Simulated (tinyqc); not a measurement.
From results back to parameters: armchair graphene nanoribbon in tight binding. Three cases, with inputs chosen for the exercise.

Problem. For an armchair ribbon without edge correction the gap is 2t times the smallest |1 + 2 cos(p pi/(N + 1))|, p = 1 to N. The gap below belongs to a hidden N between 3 and 40.

Case 1.

Values chosen (out of a larger set: near those used for graphene; not measured data): t = 2.96 eV (hopping).

gap = 0.55587 eV

Case 2.

Values chosen (out of a larger set: near those used for graphene; not measured data): t = 2.62 eV (hopping).

gap = 0.48218 eV

Case 3.

Values chosen (out of a larger set: near those used for graphene; not measured data): t = 2.95 eV (hopping).

gap = 0.47956 eV

Find: N; family.

Solution.

Case 1.

N = 18

family: 3p

Near c = -1/2 the gap is about 2 pi t/(sqrt3 (N + 1)), which gives N + 1 = 19.3; the exact formula gives 0.00000, 0.55587 and 0.54475 eV for N = 17, 18 and 19.

Case 2.

N = 19

family: 3p+1

Near c = -1/2 the gap is about 2 pi t/(sqrt3 (N + 1)), which gives N + 1 = 19.7; the exact formula gives 0.49202, 0.48218 and 0.00000 eV for N = 18, 19 and 20.

Case 3.

N = 21

family: 3p

Near c = -1/2 the gap is about 2 pi t/(sqrt3 (N + 1)), which gives N + 1 = 22.3; the exact formula gives 0.00000, 0.47956 and 0.47123 eV for N = 20, 21 and 22.

Computed by tinyqc, one run a case: `OMP_NUM_THREADS=1 python tinyqc.py N N+1 out.jsonl` with N = 1480120, 1480353, 1480572; one thread of a shared Intel(R) Xeon(R) Processor @ 2.30GHz, about 0.04 s a run at most.
